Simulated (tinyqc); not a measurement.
# Threshold switch as oscillator and as selector in a crossbar: what changes with what

Off state: I = Ith sinh(V/V0)/sinh(Vth/V0) up to Vth. On state: V = Vh + I Ron down to the holding current Ih, at Vl = Vh + Ih Ron. Switching is instantaneous.

Parameters, values chosen for the exercise; values of the order of Ge-Sb-Te and related chalcogenides: threshold voltage Vth = 2.6 V; holding voltage Vh = 1.07 V; on-state resistance Ron = 0.31 kohm; current at threshold Ith = 0.13 uA; voltage scale of the off-state sinh V0 = 0.22 V; holding current Ih = 5 uA; capacitance across the switch C = 340 fF; write current Iw = 30 uA; supply voltage Vs = 3.02 V.

Each table varies one quantity; the others keep the values above.

## Frequency against load

With a load RL from Vs and C across the switch, it oscillates if the load line misses both branches: (Vs - Vl)/Ih < RL < (Vs - Vth)/Ith. Charging without leakage takes RL C ln[(Vs - Vl)/(Vs - Vth)]; discharging takes (RL || Ron) C ln[(Vth - Ve)/(Vl - Ve)], Ve = (Vs Ron + Vh RL)/(Ron + RL). Here the charging time includes the off-state leakage: the integral of C dV/[(Vs - V)/RL - I(V)].

Results:
```
RL (kohm),"charging, no leakage (ns)",charging (ns),discharging (ns),frequency (MHz)
450,234.8,241.4,0.9379,4.127
570,297.4,308.2,0.8475,3.236
720,375.7,393.4,0.8085,2.536
910,474.8,504.4,0.7854,1.979
1400,730.4,809.4,0.7609,1.234
1800,939.1,1086,0.7523,0.9201
2300,1200,1491,0.7462,0.6702
2900,1513,2207,0.7418,0.4530
```

Estimate the missing row, RL = 1100 kohm.

Computed row:
```
RL (kohm),"charging, no leakage (ns)",charging (ns),discharging (ns),frequency (MHz)
1100,573.9,619.1,0.7726,1.613
```

With this row back in the table: The frequency falls from 4.13 to 0.453 MHz, as RL^(-1.03) between the first two rows and RL^(-1.69) between the last two. Leakage lengthens the charging by 2.8 % in the first row and 46 % in the last; the period diverges at RL = 3230 kohm.

## Array size against supply voltage

In an N x N array driven at Vs, the V/2 scheme puts Vs/2 on 2 (N - 1) cells; the V/3 scheme puts Vs/3 on all N^2 - 1 others, N - 1 of them on the selected row. Row leakage is (N - 1) I; wasted power is the number of cells times V I. The largest N keeps the row leakage below a tenth of Iw.

Result of one run:
```
Vs (V),I at Vs/2 (nA),"largest N, V/2","largest N, V/3"
4.07,9.968,302.0,6572
```

What becomes of these results when the supply voltage Vs is changed from 4.07 to 3.06 V, all else the same?

Result of the changed run:
```
Vs (V),I at Vs/2 (nA),"largest N, V/2","largest N, V/3"
3.06,1.004,2989,3.036e4
```

The whole series:
```
Vs (V),I at Vs/2 (nA),"largest N, V/2","largest N, V/3"
2.73,0.4742,6327,5.006e4
3.06,1.004,2989,3.036e4
3.4,2.174,1381,1.813e4
3.73,4.603,652.8,1.100e4
4.07,9.968,302.0,6572
4.4,21.10,143.2,3986
4.74,45.70,66.65,2382
5.07,96.75,32.01,1445
```

The half-select current grows a decade every 2 V0 ln 10 = 1.01 V, so the largest N falls from 6330 to 32.0 in the V/2 scheme and from 50100 to 1450 in the V/3 scheme. Vs must stay below 2 Vth = 5.20 V (V/2) or half-selected cells switch.

Range of the model: Delay times, drift of Vth and line resistance are left out.

Computed by the program tinyqc: `OMP_NUM_THREADS=1 python tinyqc.py 2490019 2490020 out.jsonl`, one thread of a shared Intel Xeon 2.30GHz, about 0.01 s for the whole run.
